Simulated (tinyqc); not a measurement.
Core-shell quantum dot (spherical envelope functions): one step. Shooting at a trial energy. Three cases, with inputs chosen for the exercise.

Problem. Carry the electron solution outwards.

Parabolic bands; strain and other valleys are left out. s states, u = r psi, hard wall at R + H, c = hbar^2/2m0, energies from the band edges of the core. Core: u = sin(k1 r)/k1, k1 = sqrt(m1 E/c). At R, psi and psi'/m are continuous, so u is continuous and its slope in the shell is s = u/R + (m2/m1)(u' - u/R). Shell: u(R + x) = u(R) cos(k2 x) + s sin(k2 x)/k2, k2 = sqrt(m2 (E - V)/c); for negative arguments the functions turn into sinh and cosh. A level has u(R + H) = 0.

Constants: hbar^2/2m0 = 3.80998211 eV angstrom^2.

Case 1.

Values chosen (near those of an InP/GaP core-shell dot; shifted at random, so the results belong to these values and not to a real crystal):
- R = 35 angstrom (core radius)
- H = 8 angstrom (shell thickness)
- Vc = 0.4 eV (conduction edge of the shell above that of the core)
- me1 = 0.078 m0 (electron, core)
- me2 = 0.127 m0 (electron, shell)
- E = 0.207 eV (trial energy of the electron)

Case 2.

Values chosen (near those of a CdTe/CdSe core-shell dot; shifted at random, so the results belong to these values and not to a real crystal):
- R = 12 angstrom (core radius)
- H = 24 angstrom (shell thickness)
- Vc = -0.321 eV (conduction edge of the shell above that of the core)
- me1 = 0.096 m0 (electron, core)
- me2 = 0.13 m0 (electron, shell)
- E = 0.012 eV (trial energy of the electron)

Case 3.

Values chosen (near those of an InAs/InP core-shell dot; shifted at random, so the results belong to these values and not to a real crystal):
- R = 15 angstrom (core radius)
- H = 17 angstrom (shell thickness)
- Vc = 0.52 eV (conduction edge of the shell above that of the core)
- me1 = 0.029 m0 (electron, core)
- me2 = 0.082 m0 (electron, shell)
- E = 0.751 eV (trial energy of the electron)

Give: k1^2; k2^2; u(R); s; u(R + H).

Solution.

Case 1.

k1^2 = 0.0042378 1/angstrom^2
k2^2 = -0.0064334 1/angstrom^2
u(R) = 11.673 angstrom
s = -1.2679
u(R + H) = 3.306 angstrom

u(R + H) is positive: no node yet, so the lowest level lies above the trial energy.

Case 2.

k1^2 = 0.00030236 1/angstrom^2
k2^2 = 0.011362 1/angstrom^2
u(R) = 11.913 angstrom
s = 0.9732
u(R + H) = -4.914 angstrom

u(R + H) is negative: one node has entered, so the lowest level lies below the trial energy.

Case 3.

k1^2 = 0.0057163 1/angstrom^2
k2^2 = 0.0049717 1/angstrom^2
u(R) = 11.985 angstrom
s = -0.2643
u(R + H) = 0.866 angstrom

u(R + H) is positive: no node yet, so the lowest level lies above the trial energy.

Computed by tinyqc, one run a case: `OMP_NUM_THREADS=1 python tinyqc.py N N+1 out.jsonl` with N = 1252475, 1252659, 1280224; one thread of a shared Intel(R) Xeon(R) Processor @ 2.30GHz, about 0.05 s a run at most.
